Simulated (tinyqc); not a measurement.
# Superjunction drift layer against a plain one, charge balance, step by step

tinyqc, about 0.01 s, one thread, Intel Xeon 2.30GHz (shared host): `OMP_NUM_THREADS=1 python tinyqc.py 2590001 2590002 out.jsonl` Printed values are rounded.

Alternating n and p pillars of equal width wp, doping N and length Lp. When depleted, the lateral field peaks at Ex = q N wp/(2 eps0 eps_r) at the pillar junctions and a uniform vertical field Ey is added; breakdown is taken where Ex^2 + Ey^2 = Ef^2. Only the n pillars conduct, narrowed by the zero-bias depletion. A first-order model: the field peaks at the pillar ends are left out.

Values chosen for this exercise; values close to those of silicon:

| symbol | value | unit | meaning |
|---|---|---|---|
| eps_r | 11.6 |  | relative permittivity of the semiconductor |
| E16 | 0.399 | MV/cm | critical field at a doping of 1e16 cm^-3 |
| mx | 1340 | cm^2/(V s) | mobility at low doping |
| mi | 95.6 | cm^2/(V s) | mobility at high doping |
| Nr | 1.3e17 | cm^-3 | reference doping of the mobility |
| BV | 810 | V | wanted breakdown voltage |
| wp | 1.5 | um | width of each pillar |
| Ef | 0.3 | MV/cm | critical field inside the pillars |
| a | 0.74 |  | lateral peak field as a share of Ef |
| Vb | 0.8 | V | built-in voltage of the pillar junctions |
| dl | 5.2 | % | charge imbalance (Nn - Np)/N |

Constants: q = 1.602176634e-19 C, eps0 = 8.8541878128e-14 F/cm where lengths are in cm. Results are converted to the units shown.

## Iteration 1: doping of the plain drift layer

N at the start = 1e15 cm^-3

Ec(N) = E16 (N/1e16 cm^-3)^(1/8); N(new) = eps0 eps_r Ec(N)^2/(2 q BV).

Ec = 0.2992078 MV/cm
N after iteration 1 = 3.542641e14 cm^-3

## Iteration 2: doping of the plain drift layer

As before.

Ec = 0.2628081 MV/cm
N after iteration 2 = 2.733121e14 cm^-3

## Course of the iteration: doping of the plain drift layer

Stop when N changes by less than 1e8 cm^-3, or after 40 iterations.

Course of the iteration:
```
iteration,N (cm^-3),|change| (cm^-3)
1,3.542641e14,6.46e14
2,2.733121e14,8.10e13
3,2.561485e14,1.72e13
4,2.520287e14,4.12e12
5,2.510092e14,1.02e12
6,2.507549e14,2.54e11
7,2.506914e14,6.35e10
8,2.506755e14,1.59e10
9,2.506716e14,3.97e9
10,2.506706e14,9.92e8
11,2.506703e14,2.48e8
12,2.506703e14,6.20e7
```

Converged in 12 iterations. At the end each change is about 0.25 times the one before: linear convergence.

## Thickness and resistance of the plain layer

N of the plain layer = 2.506703e14 cm^-3

Ec(N) = E16 (N/1e16 cm^-3)^(1/8), mu(N) = mi + (mx - mi)/(1 + (N/Nr)^0.9). W = 2 BV/Ec, Rsp = W/(q mu N).

mu = 1335.533 cm^2/(V s)
W = 64.36567 um
Rsp = 120.0015 mohm cm^2

## Design of the pillars

Ex = a Ef gives N = 2 eps0 eps_r a Ef/(q wp); Ey = Ef sqrt(1 - a^2); Lp = BV/Ey; xd = sqrt(eps0 eps_r Vb/(q N)) on each side; Rsp = 2 Lp/(q mu(N) N (1 - 2 xd/wp)). mu(N) = mi + (mx - mi)/(1 + (N/Nr)^0.9).

N = 1.897527e16 cm^-3
Ey = 0.2017821 MV/cm
Lp = 40.14232 um
xd = 0.1643990 um
Rsp = 2.933555 mohm cm^2

The pillars have an aspect ratio of 26.8. Their doping is 75.7 times, and their Rsp 0.0244 times, that of the plain layer.

## Loss of breakdown voltage by imbalance

An imbalance dl leaves the mean net doping |dl| N/2, which tilts the vertical field by s = q |dl| N/(2 eps0 eps_r): BV(dl) = Ey Lp - s Lp^2/2, or Ey^2/(2 s) if the field reaches zero inside the pillar.

tilt s = 7.696 kV/(cm um)
BV(dl) = 264.5270 V
loss = 67.34234 %
